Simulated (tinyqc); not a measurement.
Slater-Koster s-d bands of an fcc metal: one step. The Hamiltonian at one k. Two cases, with inputs chosen for the exercise.

Question. Sum over the neighbours.

Slater-Koster d bands. For a bond with direction cosines (l, m, n) the 5 x 5 block is dds Ps + ddp Pp + ddd (1 - Ps - Pp), the projectors on sigma, pi and delta states about the bond; for instance <xy|xy> = 3 l^2 m^2 dds + (l^2 + m^2 - 4 l^2 m^2) ddp + (n^2 + l^2 m^2) ddd, <xy|yz> = 3 l m^2 n dds + l n (1 - 4 m^2) ddp + l n (m^2 - 1) ddd and <3z2-r2|3z2-r2> = (n^2 - (l^2 + m^2)/2)^2 dds + 3 n^2 (l^2 + m^2) ddp + (3/4)(l^2 + m^2)^2 ddd. H(k) sums the blocks times cos(k.R) over the neighbours; the d level is the zero of energy; k in 2 pi/a.

Neighbours: twelve at (a/2)(1,1,0) and equivalents.

An s orbital at Es couples to nearest neighbours alone: <s|s> = sss, <s|xy> = sqrt3 l m sds (cyclic), <s|x2-y2> = (sqrt3/2)(l^2 - m^2) sds, <s|3z2-r2> = (n^2 - (l^2 + m^2)/2) sds.

Case 1.

Values chosen (of the size met in Co; the results hold for these values, not for the real material): dds = -0.484 eV (dd sigma); ddp = 0.281 eV (dd pi); ddd = -0.024 eV (dd delta); Es = 4.9 eV (s level); sss = -0.93 eV (ss sigma); sds = -0.64 eV (sd sigma); k = (0.21, 0.23, 0) 2 pi/a (wave vector).

Case 2.

Values chosen (of the size met in Ir; the results hold for these values, not for the real material): dds = -1.031 eV (dd sigma); ddp = 0.68 eV (dd pi); ddd = -0.093 eV (dd delta); Es = 4.5 eV (s level); sss = -1.07 eV (ss sigma); sds = -0.34 eV (sd sigma); k = (0.34, 0.37, 0) 2 pi/a (wave vector).

Give: H(k).

Answer.

Case 1.

H(k) (eV), rows s, xy, yz, zx, x2-y2, 3z2-r2 and columns alike:
```
[[-3.0346, 0.8986, 0, 0, -0.0444, -0.2271],
 [0.8986, -0.0831, 0, 0, 0, -0.3229],
 [0, 0, -0.3964, -0.2472, 0, 0],
 [0, 0, -0.2472, -0.4761, 0, 0],
 [-0.0444, 0, 0, 0, 0.4567, -0.0291],
 [-0.2271, -0.3229, 0, 0, -0.0291, 0.7548]]
```

Case 2.

H(k) (eV), rows s, xy, yz, zx, x2-y2, 3z2-r2 and columns alike:
```
[[-0.0806, 0.9472, 0, 0, -0.0498, -0.1687],
 [0.9472, 0.4223, 0, 0, 0, -1.3066],
 [0, 0, -0.4751, -1.2433, 0, 0],
 [0, 0, -1.2433, -0.8440, 0, 0],
 [-0.0498, 0, 0, 0, 0.2545, -0.1476],
 [-0.1687, -1.3066, 0, 0, -0.1476, 1.2545]]
```

Computed by tinyqc, one run a case: `OMP_NUM_THREADS=1 python tinyqc.py N N+1 out.jsonl` with N = 1481380, 1481558; one thread of a shared Intel(R) Xeon(R) Processor @ 2.30GHz, about 0.06 s a run at most.
